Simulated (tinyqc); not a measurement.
p-i-n junction, non-linear Poisson equation by Newton steps: one step of the calculation.

One dimension, p side on the left, n side on the right; net doping C = -Na for x < 0, 0 for 0 < x < Li and +Nd beyond. The potential psi is counted from the intrinsic level, and the quasi-Fermi potentials are flat: 0 for holes and -V for electrons, so n = ni exp((psi + V)/Vt) and p = ni exp(-psi/Vt) (Boltzmann statistics, full ionisation, no current).

Question. Newton step. Solve the tridiagonal system a_(i-1) d_(i-1) + b_i d_i + a_i d_(i+1) = -F_i for nodes 1 to 11, with d = 0 on fixed nodes. The full step is added.

Parameters, values chosen for the exercise: temperature T = 400 K.

Constants: q = 1.602176634e-19 C, kB = 1.380649e-23 J/K, Vt = kB T/q. Results are converted to the units shown.

coupling a_i, interval 0 to 11 (F/cm^2): [1.0274199e-7, 1.3962373e-7, 1.8973260e-7, 2.5868530e-7, 3.5131132e-7, 3.1658869e-7, 2.8659608e-7, 2.5868530e-7, 2.3171598e-7, 2.0943560e-7, 1.9106405e-7, 1.7016642e-7]
diagonal b, node 1 to 11 (F/cm^2): [-3.7489089e-6, -2.7917876e-6, -4.5042511e-7, -6.1000141e-7, -9.9154521e-7, -5.1462592e-6, -5.5715280e-6, -6.0813948e-6, -6.6533666e-6, -7.2402111e-6, -7.9539377e-6]
residual F, node 1 to 11 (C/cm^2): [2.2513572e-10, 4.0208383e-8, 6.9187332e-11, -2.1853854e-8, -1.1946186e-7, -1.8431505e-7, -1.7325137e-7, -1.9271782e-7, -2.1413091e-7, -2.3576029e-7, ~0]
psi at the start, node 0 to 12 (V): [-0.54724674, -0.54724674, -0.54563429, -0.31110216, 0.11358060, 0.50077089, 0.58832394, 0.58832394, 0.58832394, 0.58832394, 0.58832394, 0.58832394, 0.58832394]

Wanted: Newton step d; psi after iteration 1.

Answer.

Newton step d, node 1 to 11 (V): [0.00031, 0.00661, -0.11484, -0.20507, -0.20931, -0.05066, -0.03530, -0.03450, -0.03444, -0.03358, -0.00081]
psi after iteration 1, node 0 to 12 (V): [-0.54725, -0.54694, -0.53902, -0.42594, -0.09149, 0.29146, 0.53767, 0.55302, 0.55382, 0.55388, 0.55474, 0.58752, 0.58832]

Computed by the program tinyqc: `OMP_NUM_THREADS=1 python tinyqc.py 2000098 2000099 out.jsonl`, one thread of a shared Intel Xeon 2.30GHz, about 0.07 s for the whole run.

~0 in a residual or rate marks an entry under 1e-11 of the largest of its column.
